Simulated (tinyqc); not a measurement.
Type-II superlattice in the two-band Kane model: one step. Wave numbers and masses at one energy. Four cases, with inputs chosen for the exercise.

Task: Give k^2 and m(E) in both layers.

Motion along the axis, period d = a + b, c = hbar^2/2m0. Conduction and light-hole bands couple: (E - Ec)(E - Ev) = Ep c k^2 in each layer, with mass m(E) = (E - Ev)/Ep, which may be negative. The conduction envelope psi and psi'/m(E) are continuous; a layer carries them by [[cos kt, (m/k) sin kt], [-(k/m) sin kt, cos kt]] (cosh and sinh for k^2 < 0), and cos(q d) = tr(M_B M_A)/2. C1 is the first miniband above EvB, with its bottom at tr/2 = +1 and its top at -1; the gap is the bottom of C1 less the top heavy-hole level HH1.

Constants: hbar^2/2m0 = 3.80998211 eV angstrom^2.

Give: Layers.

Case 1.

Values chosen (near those of an InAs/GaSb superlattice; shifted at random, so the results belong to these values and not to a real crystal): a = 46 angstrom (layer A); b = 50 angstrom (layer B); EcA = 0 eV (conduction edge of A); EvA = -0.416 eV (valence edge of A); EcB = 0.977 eV (conduction edge of B); EvB = 0.161 eV (valence edge of B); EpA = 14.5 eV (coupling energy in A); EpB = 17.7 eV (coupling energy in B); E = 0.217 eV (trial energy).

Result:

Layers:

| layer | k^2 (1/angstrom^2) | m(E) (m0) |
|---|---|---|
| A | 0.0024864 | 0.04366 |
| B | -0.00063111 | 0.00316 |

In B the decay constant is 0.0251 1/angstrom; across the gap of B it peaks at mid-gap, at 0.0497, and vanishes at both edges.

Case 2.

Values chosen (near those of an InAs/GaSb superlattice; shifted at random, so the results belong to these values and not to a real crystal): a = 33 angstrom (layer A); b = 56 angstrom (layer B); EcA = 0 eV (conduction edge of A); EvA = -0.417 eV (valence edge of A); EcB = 1.001 eV (conduction edge of B); EvB = 0.177 eV (valence edge of B); EpA = 14.5 eV (coupling energy in A); EpB = 17.9 eV (coupling energy in B); E = 0.47 eV (trial energy).

Result:

Layers:

| layer | k^2 (1/angstrom^2) | m(E) (m0) |
|---|---|---|
| A | 0.0075462 | 0.06117 |
| B | -0.0022813 | 0.01637 |

In B the decay constant is 0.0478 1/angstrom; across the gap of B it peaks at mid-gap, at 0.0499, and vanishes at both edges.

Case 3.

Values chosen (near those of an InAs/GaSb superlattice; shifted at random, so the results belong to these values and not to a real crystal): a = 36 angstrom (layer A); b = 45 angstrom (layer B); EcA = 0 eV (conduction edge of A); EvA = -0.417 eV (valence edge of A); EcB = 0.963 eV (conduction edge of B); EvB = 0.159 eV (valence edge of B); EpA = 14.1 eV (coupling energy in A); EpB = 17.7 eV (coupling energy in B); E = 0.331 eV (trial energy).

Result:

Layers:

| layer | k^2 (1/angstrom^2) | m(E) (m0) |
|---|---|---|
| A | 0.0046088 | 0.05305 |
| B | -0.0016119 | 0.00972 |

In B the decay constant is 0.0401 1/angstrom; across the gap of B it peaks at mid-gap, at 0.0490, and vanishes at both edges.

Case 4.

Values chosen (near those of an InAs/GaSb superlattice; shifted at random, so the results belong to these values and not to a real crystal): a = 36 angstrom (layer A); b = 29 angstrom (layer B); EcA = 0 eV (conduction edge of A); EvA = -0.418 eV (valence edge of A); EcB = 0.929 eV (conduction edge of B); EvB = 0.101 eV (valence edge of B); EpA = 14.4 eV (coupling energy in A); EpB = 18.1 eV (coupling energy in B); E = 0.326 eV (trial energy).

Result:

Layers:

| layer | k^2 (1/angstrom^2) | m(E) (m0) |
|---|---|---|
| A | 0.0044208 | 0.05167 |
| B | -0.0019674 | 0.01243 |

In B the decay constant is 0.0444 1/angstrom; across the gap of B it peaks at mid-gap, at 0.0499, and vanishes at both edges.

Computed by tinyqc, one run a case: `OMP_NUM_THREADS=1 python tinyqc.py N N+1 out.jsonl` with N = 1250755, 1250838, 1250846, 1250911; one thread of a shared Intel(R) Xeon(R) Processor @ 2.30GHz, about 0.06 s a run at most.
